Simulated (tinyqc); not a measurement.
Self-heating of a transistor with one or more fingers, with temperature-dependent conductivity: one step, computed by the program tinyqc. Command: `OMP_NUM_THREADS=1 python tinyqc.py 3003214 3003215 out.jsonl selfheat walk`. One thread of a shared host (Intel(R) Xeon(R) Processor @ 2.30GHz), about 0.05 s of CPU time with the checks.

N long parallel fingers lie on the top face of a slab whose bottom is held at T_0; the top is otherwise insulated, and heat flows in two dimensions. P in W/mm is 1000 P in W/m.

Question. Correction for the falling conductivity. Kirchhoff transformation for kappa = kappa_0 (T/T_0)^-m: T = T_0 [1 - (m - 1) theta/T_0]^(-1/(m - 1)), where theta is the linear rise. The bracket vanishes at the power P T_0/((m - 1) theta).

Inputs (values chosen for the exercise, modelled on gallium oxide): exponent m in kappa ~ T^-m = 1.15; base temperature T_0 = 358 K; power per gate width P = 0.1 W/mm.

Power: power rises with temperature.

largest theta = 15.16763 K

Give: peak temperature; true rise; true rise / linear rise; power at which the formula diverges.

Answer.

peak temperature = 373.54 K

true rise = 15.544 K

true rise / linear rise = 1.0248

power at which the formula diverges = 15.735 W/mm

The falling conductivity adds 2.5 % to the rise.
